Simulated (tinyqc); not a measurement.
Luttinger-Kohn k.p, four valence bands, step by step. One step of it, computed by the program tinyqc.

Task: Hole masses. E = c [g1 k^2 -/+ 2 sqrt(g2^2 k^4 + 3 (g3^2 - g2^2)(kx^2 ky^2 + ky^2 kz^2 + kz^2 kx^2))] with c = hbar^2/2m, and m* = hbar^2 k^2 / (2 E).

Luttinger parameters chosen for this model; energies are counted downward from the top of the valence band:
```
parameter      value  unit
g1         14.290000
g2          2.580000
g3          4.150000
```

Give: Masses.

Result:

Masses (electron masses):
```
direction   heavy   light
[100]      0.1095  0.0514
[110]      0.1503  0.0456
[111]      0.1669  0.0443
```
